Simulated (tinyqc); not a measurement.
# Worked calculation: threshold-voltage variability of a planar MOSFET, analytic estimates

Numbers from tinyqc (`OMP_NUM_THREADS=1 python tinyqc.py 2090126 2090127 out.jsonl`; about 0.01 s on one thread of a shared Intel Xeon 2.30GHz). Printed values are rounded.

Three independent sources add in quadrature: random dopants in the depleted layer, metal-gate grains of two orientations, and roughness of the two gate edges acting through the roll-off VT = VT(long) - Vr exp(-L/l). These are first-order estimates: no three-dimensional electrostatics, no percolation.

Inputs (values chosen for the exercise); material values close to those of silicon:
- T = 300 K (temperature)
- Eg = 1.11 eV (band gap)
- eps_r = 11.9 (relative permittivity of the semiconductor)
- Nc = 2.84e19 cm^-3 (conduction-band density of states at T)
- Nv = 2.64e19 cm^-3 (valence-band density of states at T)
- Na = 2.5e18 cm^-3 (channel doping)
- ti = 2.2 nm (oxide-equivalent thickness in inversion)
- L = 90 nm (gate length)
- W = 150 nm (gate width)
- G = 15 nm (metal grain size)
- dW = 0.1 eV (work-function difference of the two grain orientations)
- p = 0.3 (share of the orientation of higher work function)
- De = 1.5 nm (rms roughness of one gate edge)
- La = 30 nm (correlation length of the roughness)
- l = 18 nm (decay length of the threshold roll-off)
- Vr = 2.4 V (prefactor of the roll-off)
- n = 1.33 (subthreshold factor)
- gI = 8 1/V (gm/I of a matched pair)
- sb = 0.7 % (spread of the gain factor of one device)
- Nb = 65536 (number of cells)
- Y = 0.99 (wanted yield)

Constants: q = 1.602176634e-19 C, kB = 1.380649e-23 J/K, Vt = kB T/q, eps0 = 8.8541878128e-14 F/cm where lengths are in cm. Results are converted to the units shown.

## Random dopants

ni = sqrt(Nc Nv) exp(-Eg/(2 Vt)), Eg in volts; Cox = 3.9 eps0/ti; Wd = sqrt(4 eps0 eps_r Vt ln(Na/ni)/(q Na)); dopants: s1 = (q/Cox) sqrt(Na Wd/(3 L W)). The slope A1 = s1 sqrt(L W); mean number of dopants Na L W Wd.

Cox = 1.56961 uF/cm^2
Wd = 22.7787 nm
mean number of dopants = 768.782
A1 = 1.40635 mV um
s1 = 12.1039 mV

Counting alone, 1/sqrt(N) of the depletion voltage q Na Wd/Cox = 581 mV, would give sqrt(3) times more: dopants deep in the layer act less on the surface.

## Metal grains and edge roughness

Grains: Ng = L W/G^2 (at least 1), s2 = dW sqrt(p (1 - p)/Ng). Edges, with exponential correlation and u = W/La: the mean gate length has sL^2 = 2 De^2 (2/u)[1 - (1 - exp(-u))/u]; s3 = sL (Vr/l) exp(-L/l).

Ng = 60
s2 = 5.91608 mV
sL = 1.20101 nm
dVT/dL = 0.898393 mV/nm
s3 = 1.07898 mV

## Total spread, mismatch and leakage

s = sqrt(s1^2 + s2^2 + s3^2). For a pair: s(dVT) = sqrt(2) s; current mismatch sqrt(2) sqrt((gI s)^2 + sb^2); input offset = current mismatch/gI. For a Gaussian VT the off current is log-normal with mean/median = exp(s^2/(2 (n Vt)^2)).

s = 13.5155 mV
s(dVT) = 19.1139 mV
current mismatch = 15.3231 %
input offset = 19.1539 mV
mean/median of Ioff = 1.08032

The dopants give 80.2 % of the variance; without them s would be 6.01 mV.

## Iteration 1: margin in standard deviations for the wanted yield

k at the start = 3

Cells fail independently with probability Q(k) = erfc(k/sqrt(2))/2 when the margin is k standard deviations, and Y = exp(-Nb Q(k)). phi = exp(-k^2/2)/sqrt(2 pi). Newton steps on ln Q(k) = ln(-ln(Y)/Nb): k(new) = k + [ln Q - ln(-ln(Y)/Nb)] Q/phi.

Q(k) = 0.00134990
phi = 0.00443185
k after iteration 1 = 5.76653

## Iteration 2: margin in standard deviations for the wanted yield

As before.

Q(k) = 4.04611e-9
phi = 2.39967e-8
k after iteration 2 = 5.15362

## Course of the iteration: margin in standard deviations for the wanted yield

Stop when k changes by less than 1e-9, or after 30 iterations.

Course of the iteration:
```
iteration        k  |change|
1          5.76653      2.77
2          5.15362     0.613
3          5.11938    0.0342
4          5.11928   1.07e-4
5          5.11928   1.05e-9
6          5.11928   < 1e-12
```

Converged in 6 iterations. At the end the number of correct digits about doubles with each step. With s(dVT) = 19.1 mV, 5.12 standard deviations are 97.8 mV.
